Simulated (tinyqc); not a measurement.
Schottky diode by thermionic emission with image-force lowering and series resistance: one step of the calculation.

Metal on an n-type semiconductor with one parabolic valley; V > 0 is forward bias (metal positive). I = I0 [exp(Vj/(n Vt)) - 1] with Vj = V - I Rs; I0 = S A* T^2 exp(-(phi - dphi)/Vt), the lowering dphi taken at zero bias.

Question. Saturation current. A* = 4 pi q me m0 kB^2/h^3 (times 1e-4 for A/(cm^2 K^2)); Nc = 2 (2 pi me m0 kB T/h^2)^1.5 (times 1e-6 for cm^-3); xi = Vt ln(Nc/Nd), Vbi = phi - xi; surface field Em = sqrt(2 q Nd (Vbi - V - Vt)/(eps0 eps_r)); dphi = sqrt(q Em/(4 pi eps0 eps_r)). Here V = 0 in Em.

Parameters, values chosen for the exercise; band and dielectric values those of a made-up semiconductor:
```
symbol,value,unit,meaning
T,300,K,temperature
me,0.0818,m0,electron mass
eps_r,12.7,,relative permittivity
phi,0.5,eV,barrier height seen from the metal
Nd,3.4e15,cm^-3,donor density
S,0.00069,cm^2,area
```

Constants: q = 1.602176634e-19 C, kB = 1.380649e-23 J/K, h = 6.62607015e-34 J s, m0 = 9.1093837015e-31 kg, Vt = kB T/q, eps0 = 8.8541878128e-14 F/cm where lengths are in cm. Results are converted to the units shown.

Find: A*; Nc; Vbi; Em; dphi; I0.

Answer.

A* = 9.8302 A/(cm^2 K^2)
Nc = 5.8709e17 cm^-3
Vbi = 0.36683 V
Em = 18.176 kV/cm
dphi = 14.356 meV
I0 = 4.2382e-6 A

The lowering raises I0 by a factor of 1.74.

Numbers from tinyqc (`OMP_NUM_THREADS=1 python tinyqc.py 2640059 2640060 out.jsonl`; about 0.01 s on one thread of a shared Intel Xeon 2.30GHz).
